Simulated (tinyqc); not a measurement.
Scattering rates of a carrier in a spherical band by Fermi's golden rule: one step, computed by the program tinyqc.

All processes here are isotropic or elastic, and the rate listed is the momentum relaxation rate.

Question. Optical or intervalley phonons. Parabolic band: E = hbar^2 k^2/(2 m), speed v = hbar k/m, states per spin, volume and energy g(E) = m k/(2 pi^2 hbar^2). Masses are multiplied by m_0 and all formulas are in SI units. Phonon occupation N_q = 1/(exp(hbar w/(k_B T)) - 1). Optical or intervalley deformation potential: 1/tau = (pi Z_f D_o^2/(rho w)) [N_q g(E + hbar w) + (N_q + 1) g(E - hbar w)], with g = 0 below the band edge.

Inputs (values chosen for the exercise, modelled on holes in silicon): density-of-states mass of one valley m = 0.508 m_0; density rho = 2329 kg/m^3; phonon energy hbar w = 62.9 meV; optical or intervalley deformation potential D_o = 9.1 1e8 eV/cm; final valleys Z_f = 1; temperature T = 77 K; carrier energy E = 10 meV.

Crystal: non-polar. Band: parabolic. Impurity formula: Brooks-Herring. Further scattering: none.

Constants: e = 1.602176634e-19 C; hbar = 6.582119569e-16 eV s; k_B = 8.617333262e-05 eV/K; m_0 = 9.1093837015e-31 kg; hbar = 1.054571817e-34 J s.

Give: absorption rate; emission rate.

Answer.

absorption rate = 4.765e+08 1/s

emission rate = 0 1/s

E lies below hbar w, so emission is forbidden.
